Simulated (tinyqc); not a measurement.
Inside a calculation. Model: square on-chip spiral inductor, lumped pi model.

Program tinyqc, `OMP_NUM_THREADS=1 python tinyqc.py 2302166 2302167 out.jsonl`; Intel Xeon 2.30GHz, shared host, one thread, about 0.01 s. Printed values are rounded.

Outer diameter do = di + 2 n wd + 2 (n - 1) sp, mean da = (do + di)/2, fill p = (do - di)/(do + di), length l = 4 n da. L = 2.34 mu0 n^2 da/(1 + 2.75 p), mu0 = 4 pi 1e-7 H/m. Rs = rho l/(wd delta (1 - exp(-th/delta))), delta = sqrt(rho/(pi f mu0)). Cs = n wd^2 eps0 eo/hu across the coil. At each end Cox = l wd eps0 eo/(2 ho) leads to the substrate branch Rsi = 2 rs he/(l wd) in parallel with Csi = l wd eps0 11.7/(2 he). With one end grounded Y = 1/(Rs + i w L) + i w Cs + 1/[1/(i w Cox) + 1/(1/Rsi + i w Csi)], w = 2 pi f; Q = -Im Y/Re Y. Eddy currents in neighbouring turns and in the substrate are left out.

Values chosen for this exercise; values of the order met in silicon radio-frequency processes:

| symbol | value | unit | meaning |
|---|---|---|---|
| n | 3.5 |  | number of turns |
| wd | 4 | um | line width |
| sp | 3 | um | space between turns |
| di | 80 | um | inner diameter |
| th | 0.9 | um | metal thickness |
| rho | 2.2 | uohm cm | metal resistivity |
| ho | 5.9 | um | oxide below the coil |
| hu | 0.6 | um | oxide between coil and underpass |
| eo | 3.9 |  | relative permittivity of the oxide |
| rs | 1000 | ohm cm | substrate resistivity |
| he | 80 | um | effective spreading depth in the substrate |
| f | 5.2 | GHz | frequency |

Constants: eps0 = 8.8541878128e-12 F/m. Results are converted to the units shown.

## Geometry and model elements

do, l, L, delta, Rs, Cs, Cox, Rsi and Csi as defined.

do = 123 um
l = 1421 um
L = 2.31037 nH
delta = 1.03521 um
Rs = 12.9989 ohm
Cs = 3.22292 fF
Cox = 16.6336 fF
Rsi = 2.81492e5 ohm
Csi = 3.68018 fF

Rs is 1.50 times the direct-current value in this empirical form, which overstates the skin effect of a flat slab when delta is near th and so stands in for some current crowding.

## Admittance, quality factor and apparent inductance

Series branch 1/(Rs + i w L), substrate branch, total Y, Q = -Im Y/Re Y, apparent inductance Im(1/Y)/w, metal-only value w L/Rs, share of the loss in the substrate Re(substrate branch)/Re Y.

series branch = 2.2156-12.8660i mS
substrate branch = 0.0023818+0.0984699i mS
Y = 2.2180-12.6623i mS
Q = 5.70896
apparent inductance = 2.34520 nH
w L/Rs = 5.80707
share of the loss in the substrate = 0.107389 %

Q is 98.3 % of the metal-only value.
